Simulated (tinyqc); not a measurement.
## Landau coefficients from the transition

Question. u = a0 (T - T0) P^2 + be P^4 + ga P^6 (P in uC/cm^2, E in kV/cm, u in mJ/cm^3). Above the transition chi = Cw/(T - T0) with Cw = 1/(2 eps0 a0); at TC = T0 + be^2/(4 a0 ga) the polarisation jumps by sqrt(-be/(2 ga)). Find a0, be and ga.

Values chosen for this exercise: Curie-Weiss temperature T0 = 381 K.

Constants: eps0 = 8.8541878128e-14 F/cm where lengths are in cm. Results are converted to the units shown.

TC = 390.375000 K
jump of P at TC = 35.3553391 uC/cm^2
Curie constant = 4.03360381e5 K

Solution. The Curie constant gives a0. At TC both u = 0 and du/dP = 0, which give ga = al/P^4 and be = -2 al/P^2 with al = a0 (TC - T0).

a0 = 0.0140 kV cm/(uC K)
be = -2.10e-4 kV cm^5/uC^3
ga = 8.40e-8 kV cm^9/uC^5

Numbers from tinyqc (`OMP_NUM_THREADS=1 python tinyqc.py 2860004 2860005 out.jsonl`; about 0.01 s on one thread of a shared Intel Xeon 2.30GHz).
